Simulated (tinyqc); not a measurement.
# AlGaN/GaN HEMT with access regions, lumped model: several studies

A polarisation-induced electron sheet under a Schottky gate, in series with two ungated access regions and contacts. Drift law v = mu E/(1 + mu E/vs) under the gate. Currents in mA/mm, resistances in ohm mm. No self-heating, no channel-length modulation; fits for polarisation, barrier and offset are chosen for the exercise.

Parameters, values chosen for the exercise; values close to those of AlGaN/GaN structures: aluminium share of the barrier x = 0.23; barrier thickness d = 15 nm; relative permittivity of barrier and channel eps_r = 9.5; channel mobility mu = 1900 cm^2/(V s); saturation velocity vs = 1.4e7 cm/s; gate length Lg = 0.5 um; source access length Ls = 0.5 um; drain access length Ld = 1.5 um; resistance of each contact Rc = 0.38 ohm mm; gate voltage Vg = -0.5 V; critical field Ec = 3.4 MV/cm; depth over which the depleted charge spreads te = 0.22 um; insulator under the field plate tf = 50 nm; relative permittivity of that insulator ei = 7.

Constants: q = 1.602176634e-19 C, eps0 = 8.8541878128e-14 F/cm where lengths are in cm. Results are converted to the units shown.

Each table varies one quantity; the others keep the values above.

## Effect of the share of the drain-access electrons removed by traps

sigma = (5e13 x + 1.6e13 x^2) cm^-2, phiB = 0.84 + 1.3 x, dEc = 0.7 (1.71 x + x^2) in volts, Cb = eps0 eps_r/d, VT = phiB - dEc - q sigma/Cb, access density n0 = -Cb VT/q. Access resistance R(L, n) = L/(q mu n sqrt(1 - (I/(q n vs))^2)); Rs = Rc + R(Ls, n0), Rd = Rc + R(Ld, (1 - ft) n0). Vg' = Vg - I Rs, Vd' = Vd - I (Rs + Rd); with u = Vg' - VT, Vc = vs Lg/mu and w the smaller of Vd' and Vc [sqrt(1 + 2 u/Vc) - 1] (0 if negative), the channel gives (mu Cb/Lg)(u w - w^2/2)/(1 + w/Vc). I equals that channel current. Isat is I at Vd = 10 V, gm = dIsat/dVg, Ron the limit of Vd/I at small Vd.

The same in every row: VT (V) = -2.701; n0 (cm^-2) = 9.453e12.

Result of one run:
```
ft	Ron (ohm mm)	Isat (mA/mm)	gm (mS/mm)
0	1.668	742.7	412.0
```

What becomes of these results when the share of the drain-access electrons removed by traps ft is changed from 0 to 0.4, all else the same?

Result of the changed run:
```
ft	Ron (ohm mm)	Isat (mA/mm)	gm (mS/mm)
0.4	2.016	742.7	412.0
```

The whole series:
```
ft	Ron (ohm mm)	Isat (mA/mm)	gm (mS/mm)
0	1.668	742.7	412.0
0.1	1.726	742.7	412.0
0.2	1.799	742.7	412.0
0.3	1.892	742.7	412.0
0.4	2.016	742.7	412.0
0.5	2.190	742.7	412.0
0.6	2.450	742.7	412.0
0.7	2.885	631.4	0.4929
```

As ft goes from 0 to 0.7, Ron rises from 1.67 to 2.88 ohm mm, Isat falls from 743 to 631 mA/mm and gm falls from 412 to 0.493 mS/mm. The ceiling Cb vs is 785 mS/mm. In every row the power passes 5 W/mm, where self-heating, left out here, lowers the current. At ft = 0.7 the gated channel is not yet saturated at 10 V, because the access regions take the voltage, and gm drops.

## Field plate: effect of the aluminium share of the barrier

Off state: a depleted stretch that holds the voltage V has the peak field sqrt(k V), k = 2 q n0/(eps0 eps_r te), so one edge holds V1 = Ec^2/k. The sheet under the plate pinches off at Vf = q n0 (1/Cb + tf/(eps0 ei)); beyond it the gate edge is screened. BV = V1 if Vf >= V1, else Vf + V1, and at most Ec Ld.

The same in every row: Ec Ld (V) = 510.0.

Result of one run:
```
x	Vf (V)	V1 (V)	BV (V)
0.34	25.36	41.54	66.90
```

What becomes of these results when the aluminium share of the barrier x is changed from 0.34 to 0.26, all else the same?

Result of the changed run:
```
x	Vf (V)	V1 (V)	BV (V)
0.26	17.70	59.53	77.23
```

The whole series:
```
x	Vf (V)	V1 (V)	BV (V)
0.14	6.899	152.7	159.6
0.18	10.41	101.3	111.7
0.22	14.00	75.23	89.24
0.26	17.70	59.53	77.23
0.3	21.48	49.04	70.53
0.34	25.36	41.54	66.90
0.38	29.33	35.92	65.25
```

BV falls from 160 to 65.3 V. The plate helps (Vf < V1) in 7 of the 7 rows, and the access length caps BV in 0. More sheet charge lowers Ron but steepens the field, so V1 falls.

## Field plate: effect of the insulator under the field plate

Same model as above.

The same in every row: V1 (V) = 70.622; Ec Ld (V) = 510.00.

Field plate: effect of the insulator under the field plate:
```
tf (nm)	Vf (V)	BV (V)
28	9.5430	80.165
41	12.720	83.342
61	17.607	88.229
91	24.938	95.560
140	36.912	107.53
200	51.574	122.20
300	76.010	70.622
440	110.22	70.622
```

Read the table: what changes, and by how much?

BV goes from 80.2 through a maximum of 122 (at tf = 200 nm among the rows listed) to 70.6 V. The plate helps (Vf < V1) in 6 of the 8 rows, and the access length caps BV in 0. The best thickness makes Vf just under V1, tf = 278 nm, where both edges reach Ec together and BV nears 2 V1.

tinyqc, about 0.01 s, one thread, Intel Xeon 2.30GHz (shared host): `OMP_NUM_THREADS=1 python tinyqc.py 2570138 2570139 out.jsonl`
